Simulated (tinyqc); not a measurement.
Planar ballistic transistor, top-of-the-barrier model: one step of the calculation.

At the top of the source barrier, states moving towards the drain are filled by the source (Fermi level 0) and states moving back by the drain (Fermi level -q Vd); nothing scatters. U is the shift of the band edge there, set by the capacitances CG, CD and CS (the total) and by the charge. Parabolic two-dimensional band; the source is grounded.

Problem. Self-consistent potential at the barrier top. eta1 = -(E0 + U)/Vt, eta2 = eta1 - Vd/Vt, n = (N0/2)[F_0(eta1) + F_0(eta2)], F_0(x) = ln(1 + exp x). U(out) = UL + q (n - n0)/CS. U(new) = U(out).

Values chosen for this exercise; mass and valleys close to those of silicon (two valleys): temperature T = 300 K; band edge at the barrier top above the source Fermi level at zero bias E0 = 0.2 eV; drain voltage Vd = 0.1 V.

Constants: q = 1.602176634e-19 C, kB = 1.380649e-23 J/K, Vt = kB T/q. Results are converted to the units shown.

U after iteration 1 = 1.4859957 eV
N0 = 4.1468905e12 cm^-2
CS = 2.7311935 uF/cm^2
n0 = 1.8104046e9 cm^-2
UL = -0.4564 eV

Find: eta1; eta2; n; U(out); U after iteration 2.

Solution.

eta1 = -65.22
eta2 = -69.09
n = 1.005e-16 cm^-2
U(out) = -0.4565 eV
U after iteration 2 = -0.4565 eV

Computed by the program tinyqc: `OMP_NUM_THREADS=1 python tinyqc.py 2400059 2400060 out.jsonl`, one thread of a shared Intel Xeon 2.30GHz, about 0.01 s for the whole run.
